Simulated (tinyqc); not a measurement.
Inside a calculation: virtual-crystal alloy A(1-x)B(x) in sp3s* tight binding. Values are carried at full precision from step to step, so a last printed digit may differ when a step is redone from the rounded ones.

Virtual crystal: a(x) = (1 - x) aA + x aB (Vegard); the six levels are averaged linearly; the seven couplings follow Harrison's rule, V(x) a(x)^2 = (1 - x) V_A aA^2 + x V_B aB^2. No spin-orbit coupling and no disorder. Gaps are measured from the top of the valence band at Gamma; the Delta value is the minimum on (kx,0,0) for kx from 0.5 to 1.

Parameters, chosen for this exercise (A near a published set for Ge, B for Si; such sets place X and L only to about 0.5 eV; shifted at random, so the results belong to these values and not to a real crystal): aA = 5.66 angstrom (lattice constant of A); aB = 5.429 angstrom (of B); pA = (-5.896, 1.61, -5.896, 1.61, 6.403, 6.403, -6.807, 1.615, 4.903, 5.483, 5.483, 5.239, 5.239) eV (order Esa, Epa, Esc, Epc, Exa, Exc, Vss, Vxx, Vxy, Vsapc, Vscpa, Vxapc, Vpaxc); pB = (-4.201, 1.716, -4.201, 1.716, 6.684, 6.684, -8.312, 1.714, 4.593, 5.71, 5.71, 5.396, 5.396) eV (the same for B); x = 0.88 (fraction of B).

## Parameters of the alloy

Form a(x) and the thirteen parameters.

a(x) = 5.4567 angstrom

parameters (eV): Esa -4.4044, Epa 1.7033, Esc -4.4044, Epc 1.7033, Exa 6.6503, Exc 6.6503, Vss -8.1193, Vxx 1.7015, Vxy 4.6339, Vsapc 5.6818, Vscpa 5.6818, Vxapc 5.3768, Vpaxc 5.3768

Against a plain linear average the 1/a^2 rule changes Vss by +12.1 meV and Vxy by +3.7 meV.

## Levels at Gamma

The parameters stand in the order Esa, Epa, Esc, Epc, Exa, Exc, Vss, Vxx, Vxy, Vsapc, Vscpa, Vxapc, Vpaxc. At k = 0 the s levels are the roots of [[Esa, Vss], [Vss, Esc]] and the p levels those of [[Epa, Vxx], [Vxx, Epc]]; the direct gap runs from the lower p root to the lower of the two upper roots.

s roots (eV): -12.5237  3.7149

p roots (eV): 0.0017  3.4048

direct gap = 3.4031 eV

The lowest empty level at Gamma is p-like.

## The Hamiltonian at X

sp3s* tight binding, nearest neighbours only: anion (a) at 0, cation (c) at a/4 (1,1,1), orbitals s, px, py, pz, s* on each; k in units of 2 pi/a. With phases e_j = exp(i (pi/2) k.n_j) for n = (1,1,1), (1,-1,-1), (-1,1,-1), (-1,-1,1): g0 = (e1+e2+e3+e4)/4, g1 = (e1+e2-e3-e4)/4, g2 = (e1-e2+e3-e4)/4, g3 = (e1-e2-e3+e4)/4. The diagonal holds the levels Esa, Epa, Exa (s*) and Esc, Epc, Exc. Anion-cation block: <sa|sc> = Vss g0; <sa|xc> = Vsapc g1; <xa|sc> = -Vscpa g1; <xa|xc> = Vxx g0; <xa|yc> = <ya|xc> = Vxy g3, <xa|zc> = <za|xc> = Vxy g2, <ya|zc> = <za|yc> = Vxy g1; <s*a|xc> = Vxapc g1; <xa|s*c> = -Vpaxc g1; y and z take g2 and g3 in place of g1; s-s* and s*-s* vanish.

k = (1,0,0); parameters in the order Esa, Epa, Esc, Epc, Exa, Exc, Vss, Vxx, Vxy, Vsapc, Vscpa, Vxapc, Vpaxc.

g0, g1, g2, g3: 0.0000  1.0000i  0.0000  0.0000

H (eV):
```
           sa       xa        ya        za       s*a        sc       xc       yc       zc       s*c
sa    -4.4044        0         0         0         0         0  5.6818i        0        0         0
xa          0   1.7033         0         0         0  -5.6818i        0        0        0  -5.3768i
ya          0        0    1.7033         0         0         0        0        0  4.6339i         0
za          0        0         0    1.7033         0         0        0  4.6339i        0         0
s*a         0        0         0         0    6.6503         0  5.3768i        0        0         0
sc          0  5.6818i         0         0         0   -4.4044        0        0        0         0
xc   -5.6818i        0         0         0  -5.3768i         0   1.7033        0        0         0
yc          0        0         0  -4.6339i         0         0        0   1.7033        0         0
zc          0        0  -4.6339i         0         0         0        0        0   1.7033         0
s*c         0  5.3768i         0         0         0         0        0        0        0    6.6503
```

## Levels at X

Diagonalise H; four bands are filled. The top of the valence band is the lower p root at Gamma.

levels (eV): -8.3675  -8.3675  -2.9306  -2.9306  1.5191  1.5191  6.3372  6.3372  10.7976  10.7976

gap from the valence top to X = 1.5174 eV

## The three valleys

The same at Gamma, along Delta and at L.

gaps (eV): Gamma 3.4031, Delta 1.1015, L 2.2612

position of the Delta minimum = 0.740 2 pi/a

In this model the alloy is indirect, with its lowest valley at the Delta line and the next 1160 meV above. The bowing from disorder and bond relaxation, left out here, lowers real gaps, by tenths of an eV in badly matched pairs.

## Checks

- Direct gap from the blocks against the full matrix: both 3.40309.

Program tinyqc; command `OMP_NUM_THREADS=1 python tinyqc.py 1482414 1482415 out.jsonl`; about 0.06 s on one thread of a shared Intel(R) Xeon(R) Processor @ 2.30GHz.
